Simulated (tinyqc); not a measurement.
Sublattice potential against complex hopping: Haldane model. Computed by the program tinyqc. Command: `OMP_NUM_THREADS=1 python tinyqc.py 115668 115669 out.jsonl`; one thread of a shared host (Intel(R) Xeon(R) Processor @ 2.60GHz), about 0.1 s.

Honeycomb lattice:

| parameter | value |
|---|---|
| t1 (eV) | 2.040000 |
| t2 (eV) | 0.330000 |
| phi (rad) | 0.530000 |

H_AA = delta - 2 t2 sum cos(k.b + phi), H_BB = -delta - 2 t2 sum cos(k.b - phi), H_AB = -t1 (1 + exp(-i k.a1) + exp(-i k.a2)), b = a1, a2 - a1, -a2, m = 3 sqrt3 t2 sin(phi); the sign of the Chern number follows the orientation k1 then k2.

Gaps at the two valleys (eV) and Chern number of the lower band (12 x 12 mesh):

| delta | gap 2\|delta - m\| | gap 2\|delta + m\| | Chern number |
|---|---|---|---|
| -1.560 | 4.854 | 1.386 | 0 |
| -1.127 | 3.988 | 0.520 | 0 |
| -0.520 | 2.774 | 0.694 | -1 |
| 0.000 | 1.734 | 1.734 | -1 |
| 0.347 | 1.040 | 2.428 | -1 |
| 0.650 | 0.434 | 3.034 | -1 |
| 1.084 | 0.434 | 3.902 | 0 |
| 1.734 | 1.734 | 5.202 | 0 |

Here |m| = 0.8669 eV. For |delta| < |m| the two valleys have masses of opposite sign and the Chern number is +/-1; one gap closes at |delta| = |m|, and beyond it the band is trivial.
